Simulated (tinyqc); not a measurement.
# Changing the spin speed f

Model: spin coating of a resist or spin-on film: centrifugal thinning, evaporation and the final thickness (Emslie and Meyerhofer models). Computed by tinyqc, a small Python program. Command: `OMP_NUM_THREADS=1 python tinyqc.py 3113025 3113026 out.jsonl spincoat sweep`. One thread of a shared host (Intel(R) Xeon(R) Processor @ 2.30GHz), about 0.2 s of CPU time with the checks.

A Newtonian film stays uniform over the wafer; solvent and solids have the same density and the concentration is uniform through the thickness.

Inputs (values chosen for the exercise, of the order of those of a polymer resist in an ester solvent): solids volume fraction c0 = 0.023; kinematic viscosity of the solvent nu_s = 0.97 mm^2/s; viscosity constant k = 1300 mm^2/s; viscosity exponent gamma = 3; evaporation rate at 1000 rpm e0 = 0.096 micrometre/s; starting thickness h0 = 500 micrometre; wafer radius R = 100 mm; shrinkage in the bake = 11 %.

Method:
- omega = 2 pi f/60; nu(c) = nu_s + k c^gamma; evaporation rate e = e0 sqrt(f/1000 rpm).
- Flow constant K = 2 omega^2/(3 nu(c0)); Reynolds number of the air omega R^2/nu_air with nu_air = 15 mm^2/s.
- Full model for solids s and liquid l per area, h = s + l, c = s/h: ds/dt = -c Q, dl/dt = -(1 - c) Q - e, Q = 2 omega^2 h^3/(3 nu(c)); integrated adaptively (relative tolerance 1e-9) until l = 0.
- Dry film = s at l = 0, before the bake; film after the bake = s x (1 - shrinkage).

One run for each value:
```
spin speed f (rpm)  dry film (nm)  time to dry (s)  Reynolds number of the air
400                        86.927           73.032                  2.7925e+04
610                        70.392           47.890                  4.2586e+04
940                        56.705           31.078                  6.5624e+04
1400                       46.465           20.867                  9.7738e+04
2200                       37.066           13.279                  1.5359e+05
3400                       29.816            8.592                  2.3736e+05
5200                       24.109            5.618                  3.6303e+05
8000                       19.438            3.652                  5.5851e+05
```

Over the rows, dry film (nm) falls from 86.9 to 19.4 (exponent d ln y / d ln x about -0.50 throughout); time to dry (s) falls from 73.0 to 3.65 (exponent d ln y / d ln x about -1.00 throughout); Reynolds number of the air rises from 27900 to 559000 (exponent d ln y / d ln x about 1.0 throughout). The exponent of dry film stays at -0.50: (e/omega^2)^(1/3) with e as sqrt(f).

Caution (rows 5200, 8000): above a Reynolds number of about 3e5 the air flow near the rim turns turbulent, and evaporation is no longer uniform.
